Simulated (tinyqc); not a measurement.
The same stress in different states: Raman shift of the zone-centre optical phonon of a diamond-structure crystal under stress. Computed by tinyqc, a small Python program. Command: `OMP_NUM_THREADS=1 python tinyqc.py 3012409 3012410 out.jsonl ramanstress walk`. One thread of a shared host (Intel(R) Xeon(R) Processor @ 2.30GHz), about 0.01 s of CPU time with the checks.

Axes x, y, z are the cube axes. Strain shifts the threefold optical mode and can split it; p, q and r are the phonon deformation potentials.

Inputs (values chosen for the exercise, for a model crystal): unstrained frequency omega_0 = 681 1/cm; p/omega_0^2 = -1.61; q/omega_0^2 = -1.58; r/omega_0^2 = -1.4; C11 = 125 GPa; C12 = 37.6 GPa; C44 = 68.5 GPa; stress sigma (tension positive) = 0.71 GPa.

Stress state: biaxial. Axis: [110].

Method:
- S11 = (C11 + C12)/D, S12 = -C12/D, D = (C11 - C12)(C11 + 2 C12), S44 = 1/C44.
- eps_xx = S11 sigma_xx + S12 (sigma_yy + sigma_zz), and cyclic; eps_xy = S44 sigma_xy/2 (tensor strain).
- Secular matrix: M_xx = p eps_xx + q (eps_yy + eps_zz), M_xy = 2 r eps_xy; its eigenvalues are omega^2 - omega_0^2, and the shifts are these over 2 omega_0.
- Uniaxial: sigma n n^T; biaxial: sigma (1 - n n^T); hydrostatic: sigma 1. The line seen from (001) is taken as unresolved, at the intensity-weighted shift M_zz/(2 omega_0).

S44 = 14.5985 1/TPa

S11 = 9.29277 1/TPa

S12 = -2.14888 1/TPa

Shifts (1/cm):
```
state                   lowest   middle  highest  line seen from (001)
uniaxial [100]         -1.9754  -1.8924  -1.8924               -1.8924
uniaxial [110]         -4.4044  -1.8924   0.5366               -1.8924
uniaxial [001]         -1.9754  -1.8924  -1.8924               -1.9754
uniaxial [111]         -5.2140  -0.2730  -0.2730               -1.9200
biaxial, normal [001]  -3.8677  -3.8677  -3.7847               -3.7847
biaxial, normal [111]  -5.4871  -5.4871  -0.5461               -3.8401
hydrostatic            -5.7601  -5.7601  -5.7601               -5.7601
```

What does the comparison show, and why?

Seen from (001), uniaxial stress along [100] and along [110] give the same shift (-1.892), and equal biaxial stress in the plane gives twice as much (-3.785), since only sigma_xx + sigma_yy and sigma_zz enter M_zz. Stress along [001] gives -1.975. One measured shift therefore fixes the stress only once its state is assumed: read as uniaxial in the plane, a shift implies twice the stress that it does read as biaxial. In the two [111] rows the modes seen are split by 4.9 per cm, more than a line width, so two lines appear there in place of one.

Extremes, crossings and ranges named in words are read from the listed rows.
